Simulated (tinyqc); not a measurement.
Relaxation at fixed composition: composition and strain of an epitaxial Si(1-x)Ge(x) layer from Raman and X-ray peaks. Computed by tinyqc, a small Python program. Command: `OMP_NUM_THREADS=1 python tinyqc.py 3024745 3024746 out.jsonl epiraman walk`. One thread of a shared host (Intel(R) Xeon(R) Processor @ 2.30GHz), about 0.01 s of CPU time with the checks.

A (001) layer, biaxially strained in the plane. The Raman peaks follow empirical lines omega = w0 + c1 x + c3 x^3 + b eps (c3 for Si-Ge alone), with eps the in-plane strain.

Inputs (values chosen for the exercise, modelled on silicon-germanium):
```
quantity                        value      unit
Ge fraction x                    0.49         -
lattice constant of Si          5.431  angstrom
lattice constant of Ge          5.658  angstrom
bowing B                        0.028  angstrom
2 C12/C11 of Si                 0.766         -
2 C12/C11 of Ge                 0.747         -
Si-Si: w0                       520.5      1/cm
Si-Si: c1                       -65.5      1/cm
Si-Si: strain coefficient b      -718      1/cm
Ge-Ge: w0                       280.3      1/cm
Ge-Ge: c1                          20      1/cm
Ge-Ge: strain coefficient b      -450      1/cm
X-ray wavelength             1.540598  angstrom
```

Substrate: silicon.

Method:
- Relaxed lattice constant a(x) = a_Si + (a_Ge - a_Si) x - B x (1 - x).
- In-plane constant a_par = a_sub + R (a(x) - a_sub); eps = a_par/a(x) - 1; eps_perp = -(2 C12/C11) eps with 2 C12/C11 linear in x; a_perp = a(x) (1 + eps_perp).
- (004) Bragg angle theta = arcsin(2 lambda/a), with a = a_perp for the layer and a_sub for the substrate; separation = layer less substrate. The apparent x is the one that a fully strained layer (R = 0) would need to give the same a_perp.

Signatures; columns: (1) R; (2) eps (per mille); (3) Si-Si (1/cm); (4) Ge-Ge (1/cm); (5) a_perp (angstrom); (6) (004) separation (arcsec); (7) apparent x if R = 0 is assumed:
```
(1)       (2)     (3)     (4)     (5)      (6)      (7)
0.00  -18.831  501.93  298.57  5.6141  -4599.8  0.49000
0.15  -16.006  499.90  297.30  5.6023  -4313.7  0.46001
0.30  -13.182  497.87  296.03  5.5904  -4026.1  0.42981
0.50   -9.415  495.17  294.34  5.5747  -3640.3  0.38921
0.70   -5.649  492.46  292.64  5.5589  -3251.9  0.34823
0.85   -2.825  490.43  291.37  5.5471  -2958.8  0.31723
1.00    0.000  488.40  290.10  5.5352  -2664.2  0.28600
```

Full relaxation moves the Si-Si peak by -13.52 per cm and shrinks the X-ray separation to 58 % of its strained value, about 1/(1 + 2 C12/C11). A symmetric reflection alone cannot part x from R: a relaxed layer read as strained gives x = 0.286 in place of 0.49. An asymmetric reflection or a second peak is needed.

Extremes, crossings and ranges named in words are read from the listed rows.
